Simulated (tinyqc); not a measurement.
Plane-wave Kohn-Sham cycle with exchange-only LDA in a layered model solid, step by step. Computed by tinyqc, a small Python program that keeps every step. Settings: points = 16, plane-wave index or count = 3, electrons = 4, k points = 4, area = 30.0, mixing = 0.1, iteration cap = 52, Pulay depth = 5. Command: `OMP_NUM_THREADS=1 python tinyqc.py 25979 25980 out.jsonl` (the two numbers bound the seeds that draw the settings). One thread of a shared host (Intel(R) Xeon(R) Processor @ 2.60GHz), about 0.05 s of CPU time with the checks. Later iterations appear only in the table of the cycle.

## Iteration 1: potential

A solid whose potential varies along x alone (atomic units):
```
parameter                      value
period a                   16.600000
cross-section of the cell  30.000000
electrons per cell                 4
grid points                       16
plane waves -n..n, n               3
k points                           4
V1 in V1 cos(2 pi x/a)     -0.620000
```

density at the start, on the grid x_j = j a/N (e/bohr^3): 0.008032  0.008032  0.008032  0.008032  0.008032  0.008032  0.008032  0.008032  0.008032  0.008032  0.008032  0.008032  0.008032  0.008032  0.008032  0.008032

V_H(G) = 4 pi rho(G)/G^2 for G != 0 (uniform background); v_x = -(3 rho/pi)^(1/3); V = V_ext + V_H + v_x; Fourier components f(G_m) = (1/N) sum_j f(x_j) exp(-i G_m x_j).

Potentials on the grid (hartree):
```
x          V_ext     V_H      v_x        V
0.0000   -0.6200  0.0000  -0.1972  -0.8172
1.0375   -0.5728  0.0000  -0.1972  -0.7700
2.0750   -0.4384  0.0000  -0.1972  -0.6356
3.1125   -0.2373  0.0000  -0.1972  -0.4345
4.1500         0  0.0000  -0.1972  -0.1972
5.1875    0.2373  0.0000  -0.1972   0.0401
6.2250    0.4384  0.0000  -0.1972   0.2412
7.2625    0.5728  0.0000  -0.1972   0.3756
8.3000    0.6200  0.0000  -0.1972   0.4228
9.3375    0.5728  0.0000  -0.1972   0.3756
10.3750   0.4384  0.0000  -0.1972   0.2412
11.4125   0.2373  0.0000  -0.1972   0.0401
12.4500        0  0.0000  -0.1972  -0.1972
13.4875  -0.2373  0.0000  -0.1972  -0.4345
14.5250  -0.4384  0.0000  -0.1972  -0.6356
15.5625  -0.5728  0.0000  -0.1972  -0.7700
```

V(G_m), m = 0, 1, 2, ... (hartree): -0.1972  -0.3100  0.0000  0.0000  0.0000  0.0000  0.0000

## Iteration 1: Hamiltonian at one k

k = 0.1250 2 pi / a

H(m,m') = (k + G_m)^2/2 delta + V(G_m - G_m'), with V(-G) = V(G).

H (hartree):
```
         -3       -2       -1       +0       +1       +2       +3
-3   0.3949  -0.3100   0.0000   0.0000   0.0000   0.0000   0.0000
-2  -0.3100   0.0546  -0.3100   0.0000   0.0000   0.0000   0.0000
-1   0.0000  -0.3100  -0.1424  -0.3100   0.0000   0.0000   0.0000
+0   0.0000   0.0000  -0.3100  -0.1961  -0.3100   0.0000   0.0000
+1   0.0000   0.0000   0.0000  -0.3100  -0.1066  -0.3100   0.0000
+2   0.0000   0.0000   0.0000   0.0000  -0.3100   0.1263  -0.3100
+3   0.0000   0.0000   0.0000   0.0000   0.0000  -0.3100   0.5023
```

## Iteration 1: levels at that k

Diagonalise the Hermitian matrix.

eigenvalues (hartree): -0.6723  -0.3893  -0.1187  0.1396  0.3338  0.6245  0.7155

## Iteration 1: new density

Motion across x is left out: the lowest 2 band(s) hold two electrons at each of the k points (j + 1/2)/nk - 1/2. Residual R = rho(out) - rho(in); rho(new) = rho(in) + 0.1 R. rho(out) = 2/(a A nk) sum |psi|^2 with psi = sum c exp(i G x). Harris energy E = band energy - dV sum rho (V_H/2 + v_x) + (3/4) dV sum rho v_x with rho(in), dV = a A/N, band energy = (2/nk) sum of the filled levels.

rho(out) (e/bohr^3): 0.019305  0.021747  0.020138  0.010145  0.002310  0.000214  0.000026  0.000023  0.000005  0.000023  0.000026  0.000214  0.002310  0.010145  0.020138  0.021747

density after iteration 1 (e/bohr^3): 0.009159  0.009404  0.009243  0.008243  0.007460  0.007250  0.007232  0.007231  0.007229  0.007231  0.007232  0.007250  0.007460  0.008243  0.009243  0.009404

energy per cell = -1.923820 hartree

## Iteration 2: potential

As before.

Potentials on the grid (hartree):
```
x          V_ext      V_H      v_x          V
0.0000   -0.6200   0.1103  -0.2060    -0.7157
1.0375   -0.5728   0.1023  -0.2079    -0.6783
2.0750   -0.4384   0.0763  -0.2067    -0.5687
3.1125   -0.2373   0.0350  -0.1989    -0.4012
4.1500         0  -0.0095  -0.1924    -0.2019
5.1875    0.2373  -0.0470  -0.1906  -3.23e-04
6.2250    0.4384  -0.0741  -0.1904     0.1739
7.2625    0.5728  -0.0903  -0.1904     0.2920
8.3000    0.6200  -0.0958  -0.1904     0.3338
9.3375    0.5728  -0.0903  -0.1904     0.2920
10.3750   0.4384  -0.0741  -0.1904     0.1739
11.4125   0.2373  -0.0470  -0.1906  -3.23e-04
12.4500        0  -0.0095  -0.1924    -0.2019
13.4875  -0.2373   0.0350  -0.1989    -0.4012
14.5250  -0.4384   0.0763  -0.2067    -0.5687
15.5625  -0.5728   0.1023  -0.2079    -0.6783
```

V(G_m), m = 0, 1, 2, ... (hartree): -0.1969  -0.2625  0.0027  -0.0001  0.0002  0.0002  0.0000

## Iteration 2: Hamiltonian at one k

k = 0.1250 2 pi / a

As before.

H (hartree):
```
         -3       -2       -1       +0       +1       +2       +3
-3   0.3952  -0.2625   0.0027  -0.0001   0.0002   0.0002   0.0000
-2  -0.2625   0.0549  -0.2625   0.0027  -0.0001   0.0002   0.0002
-1   0.0027  -0.2625  -0.1421  -0.2625   0.0027  -0.0001   0.0002
+0  -0.0001   0.0027  -0.2625  -0.1958  -0.2625   0.0027  -0.0001
+1   0.0002  -0.0001   0.0027  -0.2625  -0.1063  -0.2625   0.0027
+2   0.0002   0.0002  -0.0001   0.0027  -0.2625   0.1265  -0.2625
+3   0.0000   0.0002   0.0002  -0.0001   0.0027  -0.2625   0.5026
```

## Iteration 2: levels at that k

As before.

eigenvalues (hartree): -0.5860  -0.3328  -0.0938  0.1309  0.2849  0.5690  0.6628

## Iteration 2: new density

B (overlaps of the stored error matrices):
```
               1              2
1  1.3139902e-03  1.1357982e-03
2  1.1357982e-03  9.8412306e-04
```

Motion across x is left out: the lowest 2 band(s) hold two electrons at each of the k points (j + 1/2)/nk - 1/2. Residual R = rho(out) - rho(in); rho(new) = rho(in) + 0.1 R; Pulay mixing then takes sum c_i of the stored mixed densities, with c from B_ij = sum R_i R_j as in DIIS. rho(out) = 2/(a A nk) sum |psi|^2 with psi = sum c exp(i G x). Harris energy E = band energy - dV sum rho (V_H/2 + v_x) + (3/4) dV sum rho v_x with rho(in), dV = a A/N, band energy = (2/nk) sum of the filled levels.

rho(out) (e/bohr^3): 0.018526  0.020890  0.019861  0.010818  0.002948  0.000397  0.000054  0.000023  0.000005  0.000023  0.000054  0.000397  0.002948  0.010818  0.019861  0.020890

DIIS coefficients: -5.7199  6.7199

density after iteration 2 (e/bohr^3): 0.015454  0.017123  0.016378  0.009973  0.004428  0.002645  0.002408  0.002388  0.002375  0.002388  0.002408  0.002645  0.004428  0.009973  0.016378  0.017123

energy per cell = -1.654496 hartree

## Convergence

Stop when sqrt(dV sum R^2) is below 1e-8, dV = a A/N.

Course of the cycle:
```
iteration  E (hartree)  norm of the residual
1            -1.923820              2.02e-01
2            -1.654496              1.75e-01
3            -1.195440              1.89e-01
4            -1.246273              1.17e-01
5            -1.238262              1.15e-01
6            -1.016558              3.62e-02
7            -1.020830              4.02e-02
8            -1.035961              5.17e-02
9            -1.007767              2.50e-02
10           -1.007007              2.09e-02
11           -1.005373              1.59e-02
...                ...                   ...
25           -1.003235              9.76e-07
26           -1.003235              8.21e-07
27           -1.003235              6.17e-07
28           -1.003235              4.99e-07
29           -1.003235              4.09e-07
30           -1.003235              2.48e-07
31           -1.003235              1.50e-07
32           -1.003235              3.58e-08
33           -1.003235              2.74e-08
34           -1.003235              1.01e-08
35           -1.003235              8.78e-09
```

Converged in 35 iterations. Before convergence this energy mixes input and output and is not variational, so it may rise towards its limit.
